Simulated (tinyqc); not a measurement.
Current crowding under a contact, resistor ladder against the transmission-line model: two steps of the calculation.

A metal contact of length d and width W on a thin layer of the same width. The metal has no resistance, the sheet resistance under it equals Rsh, and current enters the layer at the front edge x = 0.

Parameters, values chosen for the exercise:

| symbol | value | unit | meaning |
|---|---|---|---|
| Rsh | 140 | ohm/sq | sheet resistance of the semiconductor layer |
| rc | 1.7e-7 | ohm cm^2 | specific contact resistivity |
| d | 0.34 | um | contact length |
| W | 2.7 | um | contact width |
| n | 9 |  | cells |
| I | 0.1 | mA | current |

Problem 1. Voltages and the share of the current. Cut the contact into n cells of length hc = d/n. Neighbouring cell centres are joined by a = W/(Rsh hc), each centre joins the metal (0 V) by g = W hc/rc, and I enters cell 1 through half a cell: -a v_(i-1) + b_i v_i - a v_(i+1) = I for i = 1 and 0 otherwise, b_i = g + 2 a (g + a at both ends). Rc = v_1/I + 1/(2 a). Cell i passes g v_i to the metal.

a = 0.51050420 S
g = 0.006 S
b_i, cell 1 to 9 (S): [0.51650420, 1.0270084, 1.0270084, 1.0270084, 1.0270084, 1.0270084, 1.0270084, 1.0270084, 0.51650420]

Wanted: v_i; share of the current; Rc of the ladder.

Solution 1.

```
cell  v_i (mV)  share of the current (%)
1        2.312                     13.87
2        2.143                     12.86
3        1.999                     12.00
4        1.879                     11.28
5        1.781                     10.69
6        1.704                     10.23
7        1.647                      9.88
8        1.610                      9.66
9        1.591                      9.55
```

Rc of the ladder = 24.09 ohm

The first cell passes 13.9 % of the current and the last 9.55 %; an even spread would give 11.1 % each.

Problem 2. The transmission-line result. Transfer length Lt = sqrt(rc/Rsh); front resistance Rc = (Rsh Lt/W) coth(d/Lt); end resistance Re = (Rsh Lt/W)/sinh(d/Lt). v(x) = I (Rsh Lt/W) cosh((d - x)/Lt)/sinh(d/Lt) at the cell centres x = (i - 1/2) d/n.

Find: Lt; Rc; Re; v(x).

Solution 2.

Lt = 0.34847 um
Rc = 24.053 ohm
Re = 15.877 ohm
v(x), cell 1 to 9 (mV): [2.3108, 2.1420, 1.9985, 1.8784, 1.7804, 1.7033, 1.6463, 1.6087, 1.5900]

The ladder's Rc is 0.17 % above this value, with cells 0.11 Lt long.

tinyqc, about 0.01 s, one thread, Intel Xeon 2.30GHz (shared host): `OMP_NUM_THREADS=1 python tinyqc.py 2760139 2760140 out.jsonl`
